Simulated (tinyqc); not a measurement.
## Tail temperature from the power law

Inverse problem. When tail states hold most of the charge, the linear current goes as I = A (Vg - VT)^g with g = 2 Tt/T - 1. Find g, Tt and the tail width kB Tt.

Parameters, values chosen for the exercise:
```
symbol,value,unit,meaning
T,270,K,temperature
```

Constants: q = 1.602176634e-19 C, kB = 1.380649e-23 J/K, Vt = kB T/q. Results are converted to the units shown.

I at Vg - VT = 4.1 and 6.1 V (nA): 186.68293  321.77811

Solution. g is the slope of ln I against ln(Vg - VT).

g = 1.37
Tt = 320 K
kB Tt = 27.6 meV

Program tinyqc, `OMP_NUM_THREADS=1 python tinyqc.py 2610066 2610067 out.jsonl`; Intel Xeon 2.30GHz, shared host, one thread, about 0.01 s.
